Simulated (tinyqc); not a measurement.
# MOSFET in the linear regime without short-channel effects, parameter extraction from computed curves: extraction methods against the first mobility attenuation factor

Inversion charge Q = Cox n Vt W0(exp((Vg - VT)/(n Vt))), W0 the Lambert function and n = nf; u = Q/Cox; mobility mu = mu0/(1 + th1 u + th2 u^2); channel resistance Rch = (L - dL)/(W mu Q); Id = Vd/(Rch + Rsd/W). Cox = eps0 eox/tox. Small Vd, no channel-length or drain effects.

From the continuous curve Id(Vg): tangent at peak gm (V_ext = Vg - Id/gm); constant current Id = 0.1 uA W/L; peak of d2Id/dVg2; Y = Id/sqrt(gm) drawn through Vg = VT + 0.6 and VT + 0.8 V, with intercept VT_Y and slope s. Mobilities gm,max L/(W Cox Vd) and s^2 L/(W Cox Vd) with the drawn L. Last column: share of Rsd/W in the total resistance at VT + 0.8 V.

Inputs (values chosen for the exercise); channel values of the order met in silicon transistors: temperature T = 300 K; relative permittivity of the gate insulator (close to silicon nitride) eox = 7.3; insulator thickness tox = 11 nm; low-field mobility mu0 = 240 cm^2/(V s); second mobility attenuation factor th2 = 0 1/V^2; threshold voltage VT = 0.49 V; body factor nf = 1.29; gate width W = 1 um; drawn gate length L = 0.057 um; drawn less effective length dL = 0.017 um; source plus drain resistance Rsd = 190 ohm um; drain voltage Vd = 0.025 V.

Constants: q = 1.602176634e-19 C, kB = 1.380649e-23 J/K, Vt = kB T/q, eps0 = 8.8541878128e-14 F/cm where lengths are in cm. Results are converted to the units shown.

Results:
columns A: th1 (1/V); B: V_ext (V); C: constant current (V); D: second derivative (V); E: VT_Y (V); F: mobility from gm (cm^2/(V s)); G: mobility from Y (cm^2/(V s)); H: series share (%)
```
A        B      C      D      E    F    G     H
0    0.488  0.493  0.479  0.535  231  307  31.9
0.2  0.484  0.494  0.478  0.535  220  307  29.1
0.4  0.480  0.494  0.477  0.535  210  307  26.8
0.6  0.476  0.494  0.476  0.535  202  307  24.8
0.8  0.474  0.494  0.475  0.535  195  307  23.1
1.2  0.469  0.495  0.473  0.535  183  307  20.3
```

Estimate the missing row, th1 = 1 1/V.

Computed row:
columns A: th1 (1/V); B: V_ext (V); C: constant current (V); D: second derivative (V); E: VT_Y (V); F: mobility from gm (cm^2/(V s)); G: mobility from Y (cm^2/(V s)); H: series share (%)
```
A      B      C      D      E    F    G     H
1  0.471  0.495  0.474  0.535  189  307  21.6
```

With this row back in the table: The model has VT = 0.49 V and mu0 = 240 cm^2/(V s). Over the table the extracted thresholds move by 19 mV (tangent), 1.3 mV (constant current), 6.0 mV (second derivative), under 0.5 mV (Y function). The mobility from gm falls from 231 to 183 and that from Y stays near 307 cm^2/(V s).

Program tinyqc, `OMP_NUM_THREADS=1 python tinyqc.py 2210153 2210154 out.jsonl`; Intel Xeon 2.30GHz, shared host, one thread, about 0.01 s.
